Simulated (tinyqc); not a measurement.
# Scattering rates of a carrier in a spherical band by Fermi's golden rule, step by step

A worked calculation. Computed by tinyqc, a small Python program that keeps every step. Command: `OMP_NUM_THREADS=1 python tinyqc.py 3018860 3018861 out.jsonl scatter walk`. One thread of a shared host (Intel(R) Xeon(R) Processor @ 2.30GHz), about 0.01 s of CPU time with the checks. Intermediate numbers are printed to about 7 digits and carried at full precision; extremes and crossings named in words are read from the listed rows.

All processes here are isotropic or elastic, and the rate listed is the momentum relaxation rate.

Inputs (values chosen for the exercise, modelled on holes in germanium):

| quantity | value | unit |
|---|---|---|
| density-of-states mass of one valley m | 0.302 | m_0 |
| non-parabolicity alpha | 0.29 | 1/eV |
| static permittivity eps_s | 16 | - |
| density rho | 5323 | kg/m^3 |
| sound velocity v_l | 5250 | m/s |
| acoustic deformation potential D_A | 4.7 | eV |
| phonon energy hbar w | 36.1 | meV |
| optical or intervalley deformation potential D_o | 8.1 | 1e8 eV/cm |
| final valleys Z_f | 1 | - |
| ionised impurity density N_I | 3.4e+16 | 1/cm^3 |
| temperature T | 200 | K |
| carrier energy E | 16 | meV |
| alloy fraction x | 0.17 | - |
| alloy potential U | 0.78 | eV |
| lattice constant a | 5.42 | angstrom |

Crystal: non-polar. Band: Kane. Impurity formula: Conwell-Weisskopf. Further scattering: alloy.

Constants: m_0 = 9.1093837015e-31 kg; e = 1.602176634e-19 C; hbar = 1.054571817e-34 J s; k_B = 8.617333262e-05 eV/K; k_B = 1.380649e-23 J/K; hbar = 6.582119569e-16 eV s; eps_0 = 8.8541878128e-12 F/m.

## The band at energy E

Kane band: hbar^2 k^2/(2 m) = E (1 + alpha E), speed v = hbar k/(m (1 + 2 alpha E)), states per spin, volume and energy g(E) = m k (1 + 2 alpha E)/(2 pi^2 hbar^2); overlap factors are set to 1. Masses are multiplied by m_0 and all formulas are in SI units.

wave number k = 0.3569499 1/nm

speed v = 135573.8 m/s

g(E) = 7.233411e+19 1/(eV cm^3)

Non-parabolicity raises g(E) by a factor 1.012 and changes the speed by a factor 0.993 against a parabolic band at the same E.

## Phonon occupation

Phonon occupation N_q = 1/(exp(hbar w/(k_B T)) - 1).

N_q = 0.1404037

Above the threshold emission is favoured over absorption by (N_q + 1)/N_q = exp(hbar w/k_B T) = 8.12, apart from the density of final states.

## Acoustic phonons

Acoustic deformation potential (elastic, equipartition, absorption and emission together): 1/tau = 2 pi k_B T D_A^2 g(E)/(hbar rho v_l^2).

acoustic rate = 2.870722e+11 1/s

## Optical or intervalley phonons

Optical or intervalley deformation potential: 1/tau = (pi Z_f D_o^2/(rho w)) [N_q g(E + hbar w) + (N_q + 1) g(E - hbar w)], with g = 0 below the band edge.

absorption rate = 2.127069e+11 1/s

emission rate = 0 1/s

E lies below hbar w, so emission is forbidden.

## Ionised impurities

Singly charged impurities, momentum relaxation: 1/tau = N_I e^4 m (1 + 2 alpha E) Phi/(8 pi (eps_s eps_0)^2 hbar^3 k^3), with alpha = 0 for a parabolic band. Conwell-Weisskopf: Phi = ln(1 + y^2), y = 4 pi eps_s eps_0 E N_I^(-1/3)/e^2 (largest impact parameter N_I^(-1/3)/2).

y = 5.487761

ionised-impurity rate = 7.948213e+11 1/s

## All rates at E

Alloy disorder: 1/tau = (2 pi/hbar) Omega x (1 - x) U^2 g(E), Omega = a^3/4 (other conventions for Omega rescale U). Rates add: 1/tau_m is the sum, and the mean free path is v tau_m.

Momentum relaxation rates:

| process | rate (1/s) | share (%) |
|---|---|---|
| acoustic | 2.870722e+11 | 7.856268 |
| optical absorption | 2.127069e+11 | 5.821123 |
| optical emission | 0 | 0 |
| ionised impurity | 7.948213e+11 | 21.75177 |
| alloy | 2.359453e+12 | 64.57084 |

momentum relaxation time tau_m = 273.6687 fs

mean free path = 37.10230 nm

The largest rate is alloy (65 %), then ionised impurity (22 %).

## Rates against energy

The formulas are those given above.

Momentum relaxation rates (1e12/s) and the total time:

| E (meV) | acoustic | optical absorption | optical emission | ionised impurity | alloy | tau_m (fs) |
|---|---|---|---|---|---|---|
| 3.6 | 0.134958 | 0.1840539 | 0.000000 | 2.002656 | 1.10922 | 291.4696 |
| 9.0 | 0.214221 | 0.1969253 | 0.000000 | 1.288874 | 1.76069 | 288.9580 |
| 18.0 | 0.304924 | 0.2170572 | 0.000000 | 0.710636 | 2.50618 | 267.4659 |
| 32.0 | 0.410659 | 0.2459355 | 0.000000 | 0.393219 | 3.37522 | 225.9871 |
| 40.0 | 0.461752 | 0.2614374 | 0.456685 | 0.307691 | 3.79515 | 189.2964 |
| 54.0 | 0.541850 | 0.2872519 | 0.988311 | 0.218944 | 4.45347 | 154.0872 |
| 79.0 | 0.666966 | 0.3303016 | 1.557560 | 0.140280 | 5.48181 | 122.2955 |
| 130.0 | 0.886119 | 0.4106977 | 2.388114 | 0.076963 | 7.28303 | 90.5393 |
| 220.0 | 1.223801 | 0.5408590 | 3.551776 | 0.040206 | 10.05845 | 64.8715 |
| 360.0 | 1.709949 | 0.7336759 | 5.156129 | 0.021683 | 14.05411 | 46.1349 |

The largest rate is ionised impurity at 3.60, alloy from 9.00 to 360 meV. Crossing hbar w = 36.1 meV opens emission: tau_m goes from 226 to 189 fs between the two rows around it. The impurity rate goes between the last rows as E^-1.25; the acoustic rate follows g(E) and grows by a factor 12.7 over the table (10.0 for a parabolic band). At 3.6 meV hbar/tau exceeds E/2, so the golden rule loses its meaning there.
